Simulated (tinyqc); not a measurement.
Hexagonal on-chip spiral inductor, lumped pi model: one step of the calculation.

Outer diameter do = di + 2 n wd + 2 (n - 1) sp, mean da = (do + di)/2, fill p = (do - di)/(do + di), length l = 3.464 n da. L = 2.33 mu0 n^2 da/(1 + 3.82 p), mu0 = 4 pi 1e-7 H/m. Rs = rho l/(wd delta (1 - exp(-th/delta))), delta = sqrt(rho/(pi f mu0)). Cs = n wd^2 eps0 eo/hu across the coil. At each end Cox = l wd eps0 eo/(2 ho) leads to the substrate branch Rsi = 2 rs he/(l wd) in parallel with Csi = l wd eps0 11.7/(2 he). With one end grounded Y = 1/(Rs + i w L) + i w Cs + 1/[1/(i w Cox) + 1/(1/Rsi + i w Csi)], w = 2 pi f; Q = -Im Y/Re Y. Eddy currents in neighbouring turns and in the substrate are left out.

Problem. Admittance, quality factor and apparent inductance. Series branch 1/(Rs + i w L), substrate branch, total Y, Q = -Im Y/Re Y, apparent inductance Im(1/Y)/w, metal-only value w L/Rs, share of the loss in the substrate Re(substrate branch)/Re Y.

Inputs (values chosen for the exercise):
- f = 8.4 GHz (frequency)

L = 6.0465960 nH
Rs = 7.3553791 ohm
Cs = 23.479409 fF
Cox = 206.64523 fF
Rsi = 28564.859 ohm
Csi = 36.266238 fF

Wanted: series branch; substrate branch; Y; Q; apparent inductance; w L/Rs; share of the loss in the substrate.

Solution.

series branch = 0.0722-3.1318i mS
substrate branch = 0.0253+1.6284i mS
Y = 0.09752-0.26424i mS
Q = 2.7096
apparent inductance = 63.109 nH
w L/Rs = 43.388
share of the loss in the substrate = 25.980 %

Q is 6.25 % of the metal-only value.

Program tinyqc, `OMP_NUM_THREADS=1 python tinyqc.py 2302177 2302178 out.jsonl`; Intel Xeon 2.30GHz, shared host, one thread, about 0.01 s.
